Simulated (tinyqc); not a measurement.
# Worked calculation: fully depleted semiconductor-on-insulator film with two gates, non-linear Poisson equation by Newton steps

Computed by the program tinyqc: `OMP_NUM_THREADS=1 python tinyqc.py 2190056 2190057 out.jsonl`, one thread of a shared Intel Xeon 2.30GHz, about 0.3 s for the whole run. Printed values are rounded.

One dimension across the film, front interface at x = 0, back interface at x = ts. psi is counted from the intrinsic level, n = ni exp(psi/Vt) (source grounded), holes neglected, acceptors ionised. Gates act through Cox = eps0 eox/tox and Cbox = 3.9 eps0/tb with potentials G1 = Vg - (phiM - chi - Vt ln(Nc/ni)) and G2 = Vb - (phiB - chi - Vt ln(Nc/ni)). Classical Boltzmann densities, no interface charge, no depletion in the back plane.

Values chosen for this exercise; band and dielectric values those of a made-up semiconductor:
```
symbol,value,unit,meaning
T,300,K,temperature
Eg,1.39,eV,band gap
eps_r,12.5,,relative permittivity
Nc,3.63e19,cm^-3,conduction-band density of states at T
Nv,2.23e19,cm^-3,valence-band density of states at T
chi,3.24,eV,electron affinity
eox,7.4,,relative permittivity of the gate insulator (close to silicon nitride)
tox,3.8,nm,insulator thickness
ts,5.3,nm,film thickness
tb,11,nm,buried-oxide thickness (eps_r 3.9)
Na,1e15,cm^-3,acceptor density of the film
phiM,3.47,eV,work function of the front gate
phiB,3.29,eV,work function of the back plane
Vb,-1.8,V,back-gate voltage
Vg,0.64,V,front-gate voltage
```

Constants: q = 1.602176634e-19 C, kB = 1.380649e-23 J/K, Vt = kB T/q, eps0 = 8.8541878128e-14 F/cm where lengths are in cm. Results are converted to the units shown.

Range of the model: In so thin a film or at such density quantum confinement moves the charge away from the interfaces and raises the threshold.

## Capacitances and gate potentials

ni = sqrt(Nc Nv) exp(-Eg/(2 Vt)), Eg in volts; Cox, Cbox, G1, G2 as defined; Cs = eps0 eps_r/ts; a = eps0 eps_r/h with h = ts/9; coupling ratio of a depleted film Cs Cbox/(Cox (Cs + Cbox)).

ni = 6.00647e7 cm^-3
Cox = 1.72424 uF/cm^2
Cbox = 0.313921 uF/cm^2
Cs = 2.08825 uF/cm^2
a = 18.7943 uF/cm^2
G1 = 1.11130 V
G2 = -1.14870 V
coupling ratio = 0.158271

## Iteration 1: density, residual and Jacobian diagonal

psi at the start, node 0 to 9 (V): [0.05, 0.05, 0.05, 0.05, 0.05, 0.05, 0.05, 0.05, 0.05, 0.05]

Nodes 0 to 9, h = ts/9, box widths w = h (h/2 at both ends), a = eps0 eps_r/h. F_i = a (psi_(i+1) - 2 psi_i + psi_(i-1)) - q w_i (n_i + Na); F_0 = a (psi_1 - psi_0) + Cox (G1 - psi_0) - q w_0 (n_0 + Na); F_9 = a (psi_8 - psi_9) + Cbox (G2 - psi_9) - q w_9 (n_9 + Na). Diagonal b_i = -2 a - q w_i n_i/Vt, with -a - Cox and -a - Cbox in place of -2 a at the ends.

```
node  n (cm^-3)  residual F (C/cm^2)  diagonal b (F/cm^2)
0     4.15511e8           1.82992e-6          -2.05185e-5
1     4.15511e8         -9.43504e-12          -3.75885e-5
2     4.15511e8         -9.43504e-12          -3.75885e-5
3     4.15511e8         -9.43504e-12          -3.75885e-5
4     4.15511e8         -9.43504e-12          -3.75885e-5
5     4.15511e8         -9.43504e-12          -3.75885e-5
6     4.15511e8         -9.43504e-12          -3.75885e-5
7     4.15511e8         -9.43504e-12          -3.75885e-5
8     4.15511e8         -9.43504e-12          -3.75885e-5
9     4.15511e8          -3.76303e-7          -1.91082e-5
```

## Iteration 1: Newton step

Solve a d_(i-1) + b_i d_i + a d_(i+1) = -F_i for all nodes. Each component d is damped to sign(d) Vt ln(1 + |d|/Vt) before it is added.

```
node  Newton step d, before damping (V)  psi after iteration 1 (V)
0                              0.752442                   0.138019
1                              0.724107                   0.137060
2                              0.695772                   0.136064
3                              0.667438                   0.135029
4                              0.639105                   0.133950
5                              0.610771                   0.132824
6                              0.582439                   0.131647
7                              0.554107                   0.130414
8                              0.525775                   0.129120
9                              0.497444                   0.127757
```

## Course of the Newton iteration

Stop when the largest undamped |d| is below 1e-9 V, or after 80 iterations.

Course of the iteration:
```
iteration  largest |F| (C/cm^2)  largest |d| (V)
1                       1.83e-6            0.752
2                       1.66e-6            0.664
3                       1.49e-6            0.580
4                       1.33e-6            0.498
5                       1.17e-6            0.420
6                       1.02e-6            0.346
7                       8.71e-7            0.272
8                       7.24e-7            0.181
9                       5.64e-7           0.0719
10                      3.40e-7           0.0318
11                      8.45e-8           0.0130
12                      1.27e-8          2.57e-3
13                     9.87e-10          1.20e-4
14                     3.57e-12          2.80e-7
15                     2.56e-17         1.51e-12
```

Converged in 15 iterations.

## Electron sheet density, centroid and oxide fields

converged psi, node 0 to 9 (V): [0.691917, 0.659780, 0.631302, 0.604039, 0.577201, 0.550512, 0.523878, 0.497263, 0.470656, 0.444051]

n_i = ni exp(psi_i/Vt); N_inv = sum w_i n_i with w = ts/9, halved at the ends; centroid sum w n x/N_inv; fields (G1 - psi_0)/tox and (G2 - psi_9)/tb.

n, node 0 to 9 (cm^-3): [2.52527e19, 7.28519e18, 2.42116e18, 8.43399e17, 2.98651e17, 1.06371e17, 3.79651e16, 1.35605e16, 4.84498e15, 1.73124e15]
N_inv = 1.39204e12 cm^-2
centroid = 0.417369 nm
field in the front oxide = 1.10364 MV/cm
field in the buried oxide = -1.44796 MV/cm

The centroid lies at 0.079 of the film, near the front interface. A 400-interval mesh gives N_inv = 1.353e12 cm^-2; this mesh is 2.9 % above it.
